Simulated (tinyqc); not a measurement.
## Bulk resistivity and mean free path from two films

Inverse problem. In the thick-film limit single-crystal films obey rho = rho0 (1 + 3 (1 - ps) lam/(8 d)). Find rho0, lam and the product rho0 lam.

Values chosen for this exercise:
- ps = 0 (specular share of surface scattering)

rho at d = 81 and 210 nm (uohm cm): [1.9318519, 1.7464286]

Solution. rho is a straight line in 1/d: the intercept is rho0 and the slope (3/8)(1 - ps) rho0 lam. Without ps only the product (1 - ps) lam could be found.

rho0 = 1.630 uohm cm
lam = 40.00 nm
rho0 lam = 65.20 uohm cm nm

Numbers from tinyqc (`OMP_NUM_THREADS=1 python tinyqc.py 2100010 2100011 out.jsonl`; about 0.01 s on one thread of a shared Intel Xeon 2.30GHz).
